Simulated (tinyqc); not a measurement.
How many bands a k.p model needs: band 5 from Gamma to L: k.p theory built from an empirical-pseudopotential calculation at Gamma.

Empirical pseudopotential on the fcc lattice, atoms at +/- tau, tau = a (1,1,1)/8, no spin-orbit coupling. H(G,G') = c (2 pi/a)^2 |k + G|^2 delta + VS(q) cos(q.tau) + i VA(q) sin(q.tau), q = G - G', c = hbar^2/2m0; k and G in units of 2 pi/a; VS at |q|^2 = 3, 8, 11 and VA at 3, 4, 11, in rydberg, zero elsewhere. The basis is fixed: all 89 G with |G|^2 up to Gcut. Energies are counted from the fourth level at Gamma.

k.p in the lowest n states at Gamma: H_nm = (E_n + c k^2) delta + 2 c k.<n|G|m>, k in 1/angstrom; with all states of the basis it is exact.

Constants: hbar^2/2m0 = 3.80998211 eV angstrom^2; Ry = 13.60569312 eV.

Inputs chosen for the exercise (near those of Si; shifted at random, so the results belong to these values and not to a real crystal):
- a = 5.417 angstrom (lattice constant)
- VS = (-0.21, 0.039, 0.078) Ry (symmetric form factors)
- VA = (0, 0, 0) Ry (antisymmetric form factors)
- Gcut = 19 (2 pi/a)^2 (largest |G|^2 of the fixed basis)

Band 5 (counted from below) at k = f (0.5, 0.5, 0.5) 2 pi/a; n ends on whole multiplets.

Energies (eV):

| f | n = 8 | n = 15 | n = 27 | n = 89 (exact) |
|---|---|---|---|---|
| 0.000 | 3.344 | 3.344 | 3.344 | 3.344 |
| 0.125 | 3.495 | 3.299 | 3.298 | 3.297 |
| 0.250 | 3.790 | 3.017 | 3.013 | 3.010 |
| 0.375 | 4.115 | 2.678 | 2.670 | 2.663 |
| 0.500 | 4.561 | 2.370 | 2.358 | 2.345 |
| 0.625 | 5.132 | 2.126 | 2.109 | 2.086 |
| 0.750 | 5.829 | 1.956 | 1.933 | 1.899 |
| 0.875 | 6.652 | 1.866 | 1.835 | 1.786 |
| 1.000 | 7.601 | 1.856 | 1.817 | 1.747 |

With n = 8 the band stays within 0.05 eV of the exact one at Gamma only (error at L: +5.853 eV). With n = 15 the band stays within 0.05 eV of the exact one up to f = 0.625 (error at L: +0.109 eV). With n = 27 the band stays within 0.05 eV of the exact one up to f = 0.875 (error at L: +0.069 eV). A smaller basis can only raise a level. The exact band has its minimum on these points at f = 1.000; n = 8 puts it at f = 0.000.

Program tinyqc; command `OMP_NUM_THREADS=1 python tinyqc.py 1051396 1051397 out.jsonl`; about 0.6 s on one thread of a shared Intel(R) Xeon(R) Processor @ 2.30GHz.
